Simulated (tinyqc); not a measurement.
# Carrier lifetime of an n-type layer with SRH, radiative, Auger and surface recombination: two studies

Uniform excess density dn = dp (no trapping), n = n0 + dn, p = p0 + dn, Boltzmann statistics, full ionisation. Surfaces enter as a rate 2 S dn/d, which holds while diffusion to them is fast.

Values chosen for this exercise; band and dielectric values those of a made-up semiconductor: temperature T = 300 K; band gap Eg = 1.15 eV; conduction-band density of states at T Nc = 2.84e19 cm^-3; valence-band density of states at T Nv = 2.14e19 cm^-3; radiative coefficient B = 4.63e-15 cm^3/s; donor density N = 1e15 cm^-3; Auger coefficient (two electrons) Cn = 3.4e-31 cm^6/s; Auger coefficient (two holes) Cp = 1.1e-31 cm^6/s; trap density Nt = 1.9e13 cm^-3; capture cross-section for electrons sn = 6e-15 cm^2; capture cross-section for holes sp = 8e-16 cm^2; thermal velocity (both carriers) vth = 2.3e7 cm/s; trap level below the conduction band Et = 0.93 eV; surface recombination velocity (both faces) S = 20 cm/s; sample thickness d = 300 um.

Constants: q = 1.602176634e-19 C, kB = 1.380649e-23 J/K, Vt = kB T/q. Results are converted to the units shown.

Each table varies one quantity; the others keep the values above.

## Lifetime against injection

ni = sqrt(Nc Nv) exp(-Eg/(2 Vt)), Eg in volts; majority density N/2 + sqrt(N^2/4 + ni^2), n0 p0 = ni^2; n1 = Nc exp(-Et/Vt), p1 = Nv exp((Et - Eg)/Vt); tn0 = 1/(sn vth Nt), tp0 = 1/(sp vth Nt). With e = n p - ni^2 = dn (n0 + p0 + dn): U_SRH = e/(tp0 (n + n1) + tn0 (p + p1)), U_rad = B e, U_Aug = (Cn n + Cp p) e, U_s = 2 S dn/d. Each tau is dn over its rate; tau = dn/U with U the sum.

The same in every row: tau_s (s) = 7.500e-4.

Result of one run:

| dn (cm^-3) | tau_SRH (s) | tau_rad (s) | tau_Aug (s) | tau (s) | radiative share (%) | largest path |
|---|---|---|---|---|---|---|
| 1e17 | 3.254e-6 | 0.002138 | 2.184e-4 | 3.188e-6 | 0.1491 | SRH |

What becomes of these results when the excess density dn is changed from 1e17 to 1e12 cm^-3, all else the same?

Result of the changed run:

| dn (cm^-3) | tau_SRH (s) | tau_rad (s) | tau_Aug (s) | tau (s) | radiative share (%) | largest path |
|---|---|---|---|---|---|---|
| 1e12 | 4.503e-6 | 0.2158 | 2.934 | 4.476e-6 | 0.002075 | SRH |

The whole series:

| dn (cm^-3) | tau_SRH (s) | tau_rad (s) | tau_Aug (s) | tau (s) | radiative share (%) | largest path |
|---|---|---|---|---|---|---|
| 1e11 | 4.504e-6 | 0.2160 | 2.940 | 4.477e-6 | 0.002073 | SRH |
| 1e12 | 4.503e-6 | 0.2158 | 2.934 | 4.476e-6 | 0.002075 | SRH |
| 1e13 | 4.492e-6 | 0.2138 | 2.874 | 4.465e-6 | 0.002088 | SRH |
| 1e14 | 4.390e-6 | 0.1963 | 2.361 | 4.364e-6 | 0.002223 | SRH |
| 1e15 | 3.873e-6 | 0.1080 | 0.6329 | 3.853e-6 | 0.003568 | SRH |
| 1e16 | 3.357e-6 | 0.01963 | 0.01878 | 3.340e-6 | 0.01701 | SRH |
| 1e17 | 3.254e-6 | 0.002138 | 2.184e-4 | 3.188e-6 | 0.1491 | SRH |
| 1e18 | 3.243e-6 | 2.158e-4 | 2.218e-6 | 1.307e-6 | 0.6057 | Auger |
| 1e19 | 3.242e-6 | 2.160e-5 | 2.222e-8 | 2.204e-8 | 0.1021 | Auger |

SRH recombination leads at dn = 1e11, Auger from 1e18 on. The total lifetime falls from 4.48e-6 to 2.20e-8 s. tau_SRH goes from 4.50e-6 s (low-injection limit 4.50e-6 s) to 3.24e-6 s (high-injection limit tn0 + tp0 = 3.24e-6 s). Between the last two rows tau_rad goes as dn^(-1.00) and tau_Aug as dn^(-2.00); the radiative share goes from 0.00207 through a maximum of 0.606 (at dn = 1e18 among the rows listed) to 0.102 %. For dn = 1e19 the carriers are degenerate, where B and the Auger coefficients no longer stay constant.

## Effect of the capture cross-section for electrons at dn = 7e15 cm^-3

Same model as above.

Here dn = 7e15 cm^-3.

The same in every row: tau_rad (s) = 0.02700; tau_Aug (s) = 0.03582; tau_s (s) = 7.500e-4.

Results:

| sn (cm^2) | tau_SRH (s) | tau (s) | radiative share (%) | largest path |
|---|---|---|---|---|
| 8e-19 | 0.004047 | 6.078e-4 | 2.251 | surface |
| 8e-17 | 4.330e-5 | 4.083e-5 | 0.1512 | SRH |
| 8e-16 | 6.905e-6 | 6.839e-6 | 0.02533 | SRH |
| 8e-15 | 3.265e-6 | 3.250e-6 | 0.01204 | SRH |
| 8e-14 | 2.901e-6 | 2.889e-6 | 0.01070 | SRH |
| 8e-13 | 2.864e-6 | 2.853e-6 | 0.01057 | SRH |

Estimate the missing row, sn = 8e-18 cm^2.

Computed row:

| sn (cm^2) | tau_SRH (s) | tau (s) | radiative share (%) | largest path |
|---|---|---|---|---|
| 8e-18 | 4.073e-4 | 2.595e-4 | 0.9612 | SRH |

With this row back in the table: Surface recombination leads at sn = 8e-19, SRH from 8e-18 on. tau_SRH falls from 0.00405 to 2.86e-6 s and the total lifetime falls from 6.08e-4 to 2.85e-6 s.

Program tinyqc, `OMP_NUM_THREADS=1 python tinyqc.py 2300014 2300015 out.jsonl`; Intel Xeon 2.30GHz, shared host, one thread, about 0.01 s.
